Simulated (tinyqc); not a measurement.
Worked calculation: donors with valley-orbit split 1s states. Values are carried at full precision from step to step, so a last printed digit may differ when a step is redone from the rounded ones.

Each donor binds at most one electron, in any of its states. For a site s, W_s = sum over its states of g exp(E/kT), and the ionised share is 1/(1 + W_s exp(eta)), eta = (EF - Ec)/kT; n = Nc F_1/2(eta); neutrality n + NA = ND x (mean ionised share); holes are neglected. Nc from N = 2 (m kB T/(4 pi c))^(3/2) with c = hbar^2/2m0, in 1/angstrom^3; times 1e24 for 1/cm^3, m = md. F_j(eta) = (1/Gamma(j + 1)) integral_0^infinity x^j dx/(1 + exp(x - eta)), which tends to exp(eta) for eta << 0.

Constants: hbar^2/2m0 = 3.80998211 eV angstrom^2; kB = 8.617333262e-05 eV/K.

Values chosen for the exercise (near those of P in Si; not measured data):
- md = 1.043 m0 (density-of-states mass of the conduction band)
- E = (44.5, 33.3, 31.5) meV (binding energies of 1s(A1), 1s(T2), 1s(E))
- g = (2, 6, 4) (their degeneracies with spin)
- T = 250 K
- ND = 9.2e+17 1/cm^3 (donors)
- NA = 3.2e+17 1/cm^3 (compensating acceptors, all ionised)
- mu0 = 65 cm^2/(V s) (mobility at heavy doping)
- mu1 = 1380 cm^2/(V s) (mobility at light doping and 300 K)
- Nr = 8.5e+16 1/cm^3 (reference doping)
- de = 0.72 (doping exponent)
- ga = 2.3 (temperature exponent)

## Partition sums of the neutral donor

Give each term g exp(E/kT), W_s, and the effective degeneracy W_s exp(-E_ground/kT).

Nc = 2.0334e+19 1/cm^3

terms: 1s(A1) 15.78, 1s(T2) 28.15, 1s(E) 17.26

W_s: donor 61.190

effective degeneracy: donor 7.755

The ground state alone would give 2 and all states together 12; here the excited states hold 74 % of the bound electrons.

## Neutrality

Solve for eta.

eta = -4.494
n = 2.26e+17 1/cm^3

ionised share: donor 0.594

n is 0.377 of ND - NA.

## Mobility and resistivity

Mobility (Caughey-Thomas form): mu = mu0 + (mu1 (T/300)^(-ga) - mu0)/(1 + ((ND + NA)/Nr)^de); rho = 1/(e n mu), e = 1.602176634e-19 C.

Compare with full ionisation, n = ND - NA.

mu = 322.9 cm^2/(V s)
rho = 0.0854 ohm cm
rho at full ionisation = 0.0322 ohm cm

Incomplete ionisation raises rho by a factor 2.65.

## Checks

- n at ND = 1e13 1/cm^3 against the root of n^2 = (Nc/W)(ND - n) (1/cm^3): both 1.000e+13.

(tinyqc, `OMP_NUM_THREADS=1 python tinyqc.py 1652132 1652133 out.jsonl`, Intel(R) Xeon(R) Processor @ 2.30GHz, 1 thread, shared host, about 0.02 s.)
